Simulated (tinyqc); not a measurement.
## Voltage drop against the pad pitch

A grid of 17 by 17 nodes with segments Rx (rows) and Ry (columns); every node draws I1 and the central node kh I1; pads with resistance Rp sit at the nodes whose row and column are multiples of the pitch, counting from 0. The drops u = Vdd - V follow from G u = i, with G the conductance matrix and i the load currents, solved directly.

Parameters, values chosen for the exercise:
- Vdd = 0.7 V (supply voltage)
- Rx = 0.59 ohm (resistance of a horizontal segment)
- Ry = 0.41 ohm (resistance of a vertical segment)
- Rp = 0.34 ohm (resistance from a pad node to the supply)
- kh = 8 (factor on the load at the hot node)
- I1 = 0.38 mA (load current of a node in the large grid)

Result of one run:
```
pitch (nodes),pads,worst drop (mV),mean drop (mV),largest drop at a pad (mV),largest pad current (mA),worst drop over Vdd (%)
4,25,2.826,2.309,2.259,6.644,0.4037
```

What becomes of these results when the pad pitch is changed from 4 to 8 nodes, all else the same?

Result of the changed run:
```
pitch (nodes),pads,worst drop (mV),mean drop (mV),largest drop at a pad (mV),largest pad current (mA),worst drop over Vdd (%)
8,9,9.143,8.141,6.156,18.11,1.306
```

The whole series:
```
pitch (nodes),pads,worst drop (mV),mean drop (mV),largest drop at a pad (mV),largest pad current (mA),worst drop over Vdd (%)
1,289,0.4166,0.1323,0.4166,1.225,0.05952
2,81,0.8641,0.5888,0.8641,2.541,0.1234
4,25,2.826,2.309,2.259,6.644,0.4037
8,9,9.143,8.141,6.156,18.11,1.306
16,4,29.88,26.06,9.561,28.12,4.269
```

The worst drop goes from 0.417 to 29.9 mV while the number of pads falls from 289 to 4; between the last two rows it goes as pitch^(1.71). The largest drop at a pad is 100 % of the worst drop in the first row and 32.0 % in the last; the rest falls along the wires.

tinyqc, about 0.1 s, one thread, Intel Xeon 2.30GHz (shared host): `OMP_NUM_THREADS=1 python tinyqc.py 2770156 2770157 out.jsonl`
